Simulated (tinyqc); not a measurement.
Isotherms: adsorption as a lattice gas: isotherms with interactions, competition, desorption peaks and saturation dose. Computed by tinyqc, a small Python program. Command: `OMP_NUM_THREADS=1 python tinyqc.py 3005252 3005253 out.jsonl adsorb walk`. One thread of a shared host (Intel(R) Xeon(R) Processor @ 2.30GHz), about 0.1 s of CPU time with the checks.

One adsorbate per site; a molecule needs 1 empty site. Gas and surface have the same temperature.

Inputs (values chosen for the exercise, for a model surface):

| quantity | value | unit |
|---|---|---|
| desorption energy E | 1.04 | eV |
| prefactor nu | 7.6e+12 | 1/s |
| pair energy w (positive repels) | 0.061 | eV |
| neighbours z | 3 | - |
| site density N_s | 7.8 | 1/nm^2 |
| molecular mass M | 19.7 | u |
| sticking coefficient s0 | 0.42 | - |
| temperature T | 384 | K |
| pressure p | 0.00047 | Pa |
| blocking by a second gas, K_B p_B | 0.11 | - |

Adsorption: molecular (first order).

Constants: u = 1.6605390666e-27 kg; k_B = 1.380649e-23 J/K; k_B = 8.617333262e-05 eV/K.

Method. Flux F = p/sqrt(2 pi M k_B T); k_d = nu exp(-E/(k_B T)); s0 F (1 - theta) = N_s k_d theta, so y = s0 F/(N_s k_d), theta = y/(1 + y). With a second gas on the same sites theta = y/(1 + y + K_B p_B). With u = w/(k_B T). Mean field: theta/(1 - theta) = y exp(-z u theta). Quasi-chemical: theta/(1 - theta) = y [(r - 1 + 2 theta)(1 - theta)/((r + 1 - 2 theta) theta)]^(-z/2) exp(-z u/2), r = sqrt(1 - 4 theta (1 - theta)(1 - exp(-u))).

u = 1.84343

Coverage; the first column is ln y - z u/2:

| ln y - z u/2 | no interaction | mean field | quasi-chemical |
|---|---|---|---|
| -5.0 | 0.09666 | 0.06832 | 0.07898 |
| -3.0 | 0.44155 | 0.20387 | 0.24552 |
| -2.0 | 0.68247 | 0.29548 | 0.33821 |
| -1.0 | 0.85385 | 0.39572 | 0.42235 |
| -0.5 | 0.90595 | 0.44762 | 0.46163 |
| 0.0 | 0.94076 | 0.50000 | 0.50000 |
| 0.5 | 0.96321 | 0.55238 | 0.53837 |
| 1.0 | 0.97736 | 0.60428 | 0.57765 |
| 2.0 | 0.99155 | 0.70452 | 0.66179 |
| 3.0 | 0.99687 | 0.79613 | 0.75448 |
| 5.0 | 0.99958 | 0.93168 | 0.92102 |

What does the comparison show, and why?

At half coverage the slope d theta/d ln y is 1/4 without interaction, 1/(4 + z u) = 0.105 in mean field and 0.076 in the pair theory, 1/[4 + 2 z (exp(u/2) - 1)]. Repulsion spreads the filling over a wider range of pressure; the two theories differ by at most 0.043 in these rows. Caution: for z u near 4 or above (near 8 on the triangular lattice, z = 6) mean field itself predicts sublattice order near half coverage (the exact threshold is higher); both uniform formulas leave ordering out.
